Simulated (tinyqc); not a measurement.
# MOSFET in saturation, small-signal circuit and noise: effect of the temperature on speed and noise

Bias by the inversion coefficient IC = I/Ispec (charge-based model with velocity saturation; weak inversion below 0.1, strong above 10). Common-source circuit: gm, gds, Cgs, Cgd and Cj at the inner nodes, Rg in series with the gate; quasi-static, no source or drain resistance, no gate-body capacitance, no substrate network, no induced gate noise, so fmax is an upper estimate.

Ispec = 2 n mu Cox (W/L) Vt^2, lc = Ls/L, gms = [sqrt((lc IC + 1)^2 + 4 IC) - 1]/[2 + lc (lc IC + 1)], gm = gms Ispec/(n Vt), gds = sg gm. qs = [sqrt(1 + 4 IC) - 1]/2, Cgs = Cox W L qs (2 qs + 3)/(3 (qs + 1)^2) + Cov W, Cgd = Cov W, Cd = Cj W, Rg = Rsh (Wf/L)/(12 Nf) + Rc/W with Nf = W/Wf fingers (not rounded) contacted at both ends. fT = gm/(2 pi (Cgs + Cgd)), fmax = fT/(2 sqrt(Rg (gds + 2 pi fT Cgd))). Channel noise Sid = 4 kB T gam n gm with gam = (1/2 + (2/3) qs)/(1 + qs) + gw lc IC, qs = [sqrt(1 + 4 IC) - 1]/2, lc = Ls/L (the last term an empirical rise with velocity saturation); at the gate, white noise Sw = Sid/gm^2 + 4 kB T Rg. Number fluctuation with correlated mobility: S(f) = K/f, K = q^2 Vt lt Nt/(W L Cox^2) (1 + ac mu Cox I/gm)^2, Vt in eV with Nt per eV. Corner fc = K/Sw. IC is held fixed, and so are mu, n, Ls and Nt.

Inputs (values chosen for the exercise): gate length L = 65 nm; total gate width W = 80 um; gate capacitance Cox = 1.63 uF/cm^2; mobility mu = 160 cm^2/(V s); slope factor n = 1.36; velocity-saturation length Ls = 20 nm; ratio gds/gm sg = 0.042; overlap and fringe capacitance per side Cov = 0.45 fF/um; drain junction capacitance Cj = 0.5 fF/um; sheet resistance of the gate Rsh = 8 ohm; finger width Wf = 2 um; gate contact and vertical resistance Rc = 100 ohm um; inversion coefficient IC = 2.8; short-channel excess of the noise factor gw = 0.03; oxide trap density Nt = 1.2e18 cm^-3 eV^-1; tunnelling length into the oxide lt = 0.1 nm; Coulomb scattering coefficient ac = 3000 V s/C.

Constants: q = 1.602176634e-19 C, kB = 1.380649e-23 J/K, Vt = kB T/q. Results are converted to the units shown.

The same in every row: Rg (ohm) = 1.763.

Effect of the temperature on speed and noise:

| T (K) | I (uA) | fT (GHz) | fmax (GHz) | sqrt(Sw) (nV/Hz^0.5) | fc (MHz) |
|---|---|---|---|---|---|
| 100 | 181.5 | 8.777 | 69.82 | 0.8792 | 26.03 |
| 150 | 408.5 | 13.16 | 85.51 | 0.8820 | 39.69 |
| 200 | 726.1 | 17.55 | 98.74 | 0.8847 | 53.78 |
| 250 | 1135 | 21.94 | 110.4 | 0.8875 | 68.31 |
| 300 | 1634 | 26.33 | 120.9 | 0.8902 | 83.27 |
| 350 | 2224 | 30.72 | 130.6 | 0.8930 | 98.68 |
| 400 | 2905 | 35.11 | 139.6 | 0.8957 | 114.5 |

Read the table: what changes, and by how much?

As T goes from 100 to 400 K, fT rises from 8.78 to 35.1 GHz, fmax rises from 69.8 to 140 GHz, the white noise rises from 0.879 to 0.896 nV/Hz^0.5 and the corner rises from 26.0 to 115 MHz. At fixed IC and mobility the current goes as T^2 and gm as T, which is why fT rises; a real mobility would fall with T. For T = 100 to 350 K fmax exceeds 4 fT, where channel resistance and substrate losses, left out here, would cap it. For T = 100 to 150 K band tails and dopant freeze-out, left out here, change n and the noise.

Program tinyqc, `OMP_NUM_THREADS=1 python tinyqc.py 2150003 2150004 out.jsonl`; Intel Xeon 2.30GHz, shared host, one thread, about 0.01 s.
